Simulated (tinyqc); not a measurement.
Transverse acoustic branch against its sound line: Keating valence-force model of a tetrahedral crystal. Computed by tinyqc, a small Python program. Command: `OMP_NUM_THREADS=1 python tinyqc.py 3006962 3006963 out.jsonl keating walk`. One thread of a shared host (Intel(R) Xeon(R) Processor @ 2.30GHz), about 0.02 s of CPU time with the checks.

Atom A sits at 0 and atom B at a/4 (1,1,1) of an fcc lattice; the four bonds from A are t = a/4 (1,1,1), a/4 (1,-1,-1), a/4 (-1,1,-1), a/4 (-1,-1,1), of length d = sqrt(3) a/4. Energy: E = (3 alpha/(8 d^2)) sum over bonds (r.r - d^2)^2 + (3 beta/(8 d^2)) sum over pairs of bonds at one atom (r_i.r_j + d^2/3)^2, with beta_A for the six pairs at A and beta_B for the six at B. The cell holds two atoms, Omega = a^3/4. 1 N/m = 1 J/m^2.

Inputs (values chosen for the exercise, for a model crystal): lattice constant a = 3.831 angstrom; mass M_A = 23.5 u; mass M_B = 65.9 u; bond stretching alpha = 128 N/m; bond bending beta_A = 32.2 N/m; bond bending beta_B = 31.1 N/m.

Structure: zinc blende.

Constants: nu for 1 eV/(angstrom^2 u) = 15.6333042 THz; 1 eV/angstrom^2 = 16.02176634 J/m^2; u = 1.6605390666e-27 kg.

Method:
- beta = (beta_A + beta_B)/2; C11 = (alpha + 3 beta)/a, C12 = (alpha - beta)/a, C44 = 4 alpha beta/(a (alpha + beta)); with the two sublattices clamped C44(0) = (alpha + beta)/a; internal-strain parameter zeta = (alpha - beta)/(alpha + beta); B = (C11 + 2 C12)/3.
- With displacements u exp(i q.r), each bracket changes by g.u, where g = (g_A, g_B): bond t, g = (-2 t, 2 t exp(i q.t)); pair (i, j) at A, g = (-(t_i + t_j), t_i exp(i q.t_j) + t_j exp(i q.t_i)); pair at B, g = (-t_i exp(-i q.t_j) - t_j exp(-i q.t_i), t_i + t_j). Then D_mn = sum over the 4 bonds and 12 pairs of (4 k/a^2) conj(g_m) g_n / sqrt(M_m M_n), with k = alpha or beta converted to eV/angstrom^2. Only the short-range forces enter; the Coulomb field of the charges is left out.
- An eigenvalue lambda of D in eV/(angstrom^2 u) gives nu = 15.6333042 THz x sqrt(lambda).
- The sound line is nu = v q/(2 pi) with v = sqrt(C44/rho), rho = (M_A + M_B)/Omega; the clamped line uses C44(0).

C44 = 264.949 GPa

clamped C44(0) = 416.732 GPa

Frequencies (THz) along G-X; columns: (1) q (2 pi/a); (2) lowest branch; (3) sound line, relaxed C44; (4) sound line, clamped C44(0); (5) third-lowest frequency; (6) highest frequency:
```
(1)      (2)     (3)     (4)     (5)     (6)
0.05  0.6533   0.654   0.820   0.968  23.708
0.15  1.9496   1.961   2.460   2.888  23.665
0.30  3.8289   3.922   4.919   5.663  23.517
0.45  5.5606   5.883   7.379   8.212  23.271
0.60  7.0528   7.845   9.838  10.410  22.942
0.75  8.1945   9.806  12.298  12.109  22.585
0.90  8.8631  11.767  14.757  13.124  22.315
1.00  8.9956  13.074  16.397  13.328  22.255
```

What follows from these numbers?

At small q the branch follows the relaxed line (0.999 of it, against 0.797 of the clamped one): in a long shear wave the sublattices shift against each other. At X it reaches 69 % of the relaxed line. Real tetrahedral semiconductors have flatter TA branches than a Keating model fitted to their elastic constants, which needs longer-ranged terms to mend.

Extremes, crossings and ranges named in words are read from the listed rows.
